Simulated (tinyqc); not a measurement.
Full spectrum, Debye and Einstein heat capacities: Born-von Karman spring model of a cubic crystal with one atom per cell. Computed by tinyqc, a small Python program. Command: `OMP_NUM_THREADS=1 python tinyqc.py 3029092 3029093 out.jsonl springs walk`. One thread of a shared host (Intel(R) Xeon(R) Processor @ 2.30GHz), about 0.1 s of CPU time with the checks.

First neighbours lie at a/2 (1,1,0) (12 of them), second at a (1,0,0) (6), with all permutations and signs; the volume per atom is Omega = a^3/4.

Inputs (values chosen for the exercise, for a model crystal): lattice constant a = 3.21 angstrom; atomic mass M = 192 u; radial spring k1L = 0.437 eV/angstrom^2; transverse spring k1T = 0.024 eV/angstrom^2; radial spring k2L = 0.11 eV/angstrom^2; transverse spring k2T = -0.0064 eV/angstrom^2.

Lattice: fcc.

Constants: 1 eV/angstrom^3 = 160.2176634 GPa; u = 1.6605390666e-27 kg; hbar = 1.054571817e-34 J s; k_B = 1.380649e-23 J/K; nu for 1 eV/(angstrom^2 u) = 15.6333042 THz; h x 1 THz = 4.135667696 meV; k_B = 8.617333262e-05 eV/K.

Method:
- [ij,kl] = (1/(2 Omega)) sum_R K_ij R_k R_l; C11 = [xx,xx], C44 = [xx,yy], C12 = 2 [xy,xy] - C44; B = (C11 + 2 C12)/3; Zener ratio A = 2 C44/(C11 - C12). K(R) = kL n n^T + kT (1 - n n^T).
- rho = M/Omega and v = sqrt(C/rho), with C = C11, C44, C44 along [100]; (C11 + C12 + 2 C44)/2, C44, (C11 - C12)/2 along [110]; (C11 + 2 C12 + 4 C44)/3 and twice (C11 - C12 + C44)/3 along [111].
- Christoffel matrix G_xx = C11 n_x^2 + C44 (1 - n_x^2), G_xy = (C12 + C44) n_x n_y, with eigenvalues rho v^2; v_m^-3 is the mean of v^-3 over three branches and all directions (12 Gauss-Legendre points in cos(theta) times 24 angles phi = (j + 1/2) pi/12); q_D = (6 pi^2/Omega)^(1/3); Theta = hbar v_m q_D/k_B.
- A neighbour at R with unit vector n couples by the matrix K(R) = kL n n^T + kT (1 - n n^T), and D(q) = (1/M) sum_R K(R) [1 - cos(q.R)].
- An eigenvalue lambda of D in eV/(angstrom^2 u) gives nu = 15.6333042 THz x sqrt(lambda).
- Mesh: q = sum_i (m_i + 1/2)/n b_i, m_i = 0..n-1, with b = [[-1, 1, 1], [1, -1, 1], [1, 1, -1]] in 2 pi/a; sums are averages over the n^3 points (here n = 14), per atom.
- With x = h nu/(k_B T) and n = 1/(exp(x) - 1) for each mode: F = k_B T [x/2 + ln(1 - exp(-x))], U = k_B T x (n + 1/2), S/k_B = x n - ln(1 - exp(-x)), C/k_B = x^2 n (n + 1).
- Debye: C = 9 k_B (T/Theta)^3 int_0^(Theta/T) x^4 e^x/(e^x - 1)^2 dx with the elastic Theta. Einstein: three modes at the root-mean-square frequency. The last column is the Theta that makes the Debye formula give the full C at that T.

elastic Debye temperature = 130.058 K

root-mean-square frequency = 1.6483 THz

Heat capacity (k_B/atom):
```
T (K)  full spectrum   Debye  Einstein  Theta from C (K)
16            0.6684  0.3981    0.5300            104.49
23            1.3048  0.8931    1.2153            103.00
33            1.9359  1.5357    1.8980            102.47
46            2.3719  2.0746    2.3584            102.28
65            2.6596  2.4758    2.6556            102.20
98            2.8431  2.7516    2.8423            102.15
130           2.9094  2.8551    2.9091            102.14
200           2.9612  2.9375    2.9612            102.13
```

What follows from these numbers?

The apparent Theta runs from 102 to 104 K against the elastic 130 K; at high T it tends to sqrt(5/3) h nu_rms/k_B = 102 K. At the lowest T the Debye value is 0.60 and the Einstein value 0.79 times the full one; dispersion bends the branches below the sound lines, so the real spectrum has more low modes than Debye assumes. At the highest T Debye misses by 0.80 % and Einstein by 0.0018 %.

Extremes, crossings and ranges named in words are read from the listed rows.
